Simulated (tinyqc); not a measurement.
# The same raw energies corrected as if they came from other cell sizes

Model: formation energy of a charged point defect from supercell energies. Computed by tinyqc, a small Python program. Command: `OMP_NUM_THREADS=1 python tinyqc.py 3020590 3020591 out.jsonl formation sweep`. One thread of a shared host (Intel(R) Xeon(R) Processor @ 2.30GHz), about 0.01 s of CPU time with the checks.

The host is a compound AB. Making the defect adds n_A = 0, n_B = -1 atoms to the cell. All total energies are inputs. E_F is counted from the valence-band maximum (VBM); x = 0 is A-rich and x = 1 B-rich growth.

Inputs (values chosen for the exercise, with gap and screening modelled on CdTe):

| quantity | value | unit |
|---|---|---|
| gap E_g | 1.56 | eV |
| E_VBM of the host cell | 4.56 | eV |
| potential alignment dV | 0.13 | eV |
| dielectric constant eps | 9.86 | - |
| mu_B of the pure element | -5.415 | eV |
| formation enthalpy dH of AB | -0.717 | eV |
| growth condition x | 0.53 | - |
| Fermi level E_F | 1 | eV |
| temperature T | 600 | K |
| site density N_s | 3e+22 | cm^-3 |

Defect: vacancy of B. Supercell lattice: fcc.

charge states q: 2  1  0  -1  -2

E(defect, q) - E(host), in the order of q (eV): -2.478  3.585  8.761  14.247  19.706

Constants: e^2/(4 pi eps_0) = 14.39964548 eV angstrom; k_B = 8.617333262e-05 eV/K.

Method:
- dmu_A = x dH and dmu_B = (1 - x) dH, so that dmu_A + dmu_B = dH; mu = mu(element) + dmu.
- The reservoir term is sum n_i mu_i.
- Image-charge correction of a point charge in a neutralising background: E_corr = q^2 alpha e^2/(4 pi eps_0) / (2 eps L), alpha = 2.888282 for a fcc array with L the cube root of the volume.
- E_f(q, E_F) = [E(defect, q) - E(host)] - sum n_i mu_i + q (E_VBM + dV + E_F) + E_corr(q).
- eps(q/q-1) = E_f(q - 1, 0) - E_f(q, 0).
- E_f(q, E_F) = E_f(q, 0) + q E_F.
- c_q = N_s exp(-E_f(q, E_F)/k_B T), with all degeneracy factors one and no vibrational entropy.

One run for each value:

| cell length L (angstrom) | level (+2/+1) (eV) | level (-1/-2) (eV) | lowest formation energy (eV) |
|---|---|---|---|
| 8 | 0.582 | 1.560 | 3.009 |
| 11 | 0.798 | 1.344 | 2.997 |
| 14 | 0.921 | 1.221 | 2.956 |
| 17 | 1.001 | 1.141 | 2.929 |
| 21 | 1.072 | 1.070 | 2.905 |
| 24 | 1.109 | 1.033 | 2.893 |
| 30 | 1.162 | 0.980 | 2.855 |

Give the missing row, cell length L (angstrom) = 27.

Computed row:
```
cell length L (angstrom)  level (+2/+1) (eV)  level (-1/-2) (eV)  lowest formation energy (eV)
27                                     1.139               1.003                         2.883
```

Interpolating between the two neighbouring rows (linearly) misses most in lowest formation energy (eV), by 0.31 %. Over the rows, level (+2/+1) (eV) rises from 0.582 to 1.16 (exponent d ln y / d ln x 0.99 between the first rows and 0.19 between the last); level (-1/-2) (eV) falls from 1.56 to 0.980 (exponent d ln y / d ln x -0.47 between the first rows and -0.22 between the last); lowest formation energy (eV) falls from 3.01 to 2.86 (exponent d ln y / d ln x -0.013 between the first rows and -0.092 between the last). The correction falls as 1/L, so the levels tend to their raw, aligned values.

Caution (rows 8.00, 11.0, 14.0, 17.0, 21.0): the largest image-charge correction in these energies, q^2 alpha e^2/(8 pi eps_0 eps L) with alpha = 2.888282, exceeds a quarter of the gap; the point-charge term alone is then a rough estimate, usually too large for a charge that is spread out. Caution (all rows): the one-electron levels are out of order (negative U): at least one middle charge state is skipped, and the transition past it moves two or more electrons at once.

Extremes, crossings and ranges named in words are read from the listed rows.
